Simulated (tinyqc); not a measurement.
# Joule-heated wire on a substrate, fin equation: effects of single changes

A wire of length L loses heat along itself to two contacts and sideways to the substrate: kap A theta'' - g theta + p = 0 with theta = T - T0 and p = p0. The ends are held at T0. Constant conductivity, diffusive heat flow.

Parameters, values chosen for the exercise: conductivity along the wire kap = 31 W/(m K); cross-section A = 590 nm^2; conductance per length to the substrate g = 0.27 W/(m K); length between the contacts L = 2000 nm; thermal resistance of each contact Rc = 0 K/uW; heating per length p0 = 0.011 uW/nm.

Each table varies one quantity; the others keep the values above.

## Effect of the length between the contacts

The equation is solved on 800 equal steps and the peak is the largest node value. LH = sqrt(kap A/g); the share is the integral of g theta over that of p.

The same in every row: LH (nm) = 260.3.

Results:
```
L (nm)    L/LH  peak theta (K)  peak/(p0/g)  share to the substrate (%)
130     0.4995           1.238      0.03039                       2.028
210     0.8069           3.104      0.07620                       5.094
540      2.075           15.09       0.3703                       25.11
870      3.343           25.95       0.6368                       44.25
1400     5.379           35.23       0.8648                       63.16
2300     8.837           39.76       0.9759                       77.37
3600     13.83           40.66       0.9980                       85.54
```

Estimate the missing row, L = 340 nm.

Computed row:
```
L (nm)   L/LH  peak theta (K)  peak/(p0/g)  share to the substrate (%)
340     1.306           7.374       0.1810                       12.15
```

With this row back in the table: As L goes from 130 to 3600 nm, the peak theta rises from 1.24 to 40.7 K and the share of heat to the substrate rises from 2.03 to 85.5 %; L/LH goes from 0.50 to 14. Where L/LH is smallest the peak reaches 0.030 of p0/g, where it is largest 1.0: contacts cool the wire only within a few healing lengths.

## Effect of the conductance per length to the substrate

Same model as above.

Effect of the conductance per length to the substrate:
```
g (W/(m K))  LH (nm)   L/LH  peak theta (K)  peak/(p0/g)  share to the substrate (%)
0.027          823.0  2.430           185.2       0.4546                       31.01
0.058          561.6  3.562           127.5       0.6723                       46.95
0.13           375.1  5.332           72.91       0.8616                       62.85
0.27           260.3  7.684           38.99       0.9571                       74.00
0.58           177.6  11.26           18.83       0.9928                       82.24
1.3            118.6  16.86           8.458       0.9996                       88.14
2.7            82.30  24.30           4.074        1.000                       91.77
```

What does the table show?

As g goes from 0.027 to 2.7 W/(m K), the peak theta falls from 185 to 4.07 K and the share of heat to the substrate rises from 31.0 to 91.8 %; L/LH goes from 2.4 to 24. Where L/LH is smallest the peak reaches 0.45 of p0/g, where it is largest 1.0: contacts cool the wire only within a few healing lengths.

## Effect of the cross-section

Same model as above.

Effect of the cross-section:
```
A (nm^2)  LH (nm)   L/LH  peak theta (K)  peak/(p0/g)  share to the substrate (%)
74          92.18  21.70           40.74        1.000                       90.78
150         131.2  15.24           40.70       0.9990                       86.88
300         185.6  10.78           40.37       0.9909                       81.44
590         260.3  7.684           38.99       0.9571                       74.00
1200        371.2  5.388           35.26       0.8654                       63.22
2400        524.9  3.810           28.88       0.7088                       49.78
4700        734.6  2.723           21.14       0.5189                       35.60
```

What does the comparison show?

As A goes from 74 to 4700 nm^2, the peak theta falls from 40.7 to 21.1 K and the share of heat to the substrate falls from 90.8 to 35.6 %; L/LH goes from 22 to 2.7. Where L/LH is smallest the peak reaches 0.52 of p0/g, where it is largest 1.0: contacts cool the wire only within a few healing lengths.

Numbers from tinyqc (`OMP_NUM_THREADS=1 python tinyqc.py 2520006 2520007 out.jsonl`; about 0.01 s on one thread of a shared Intel Xeon 2.30GHz).
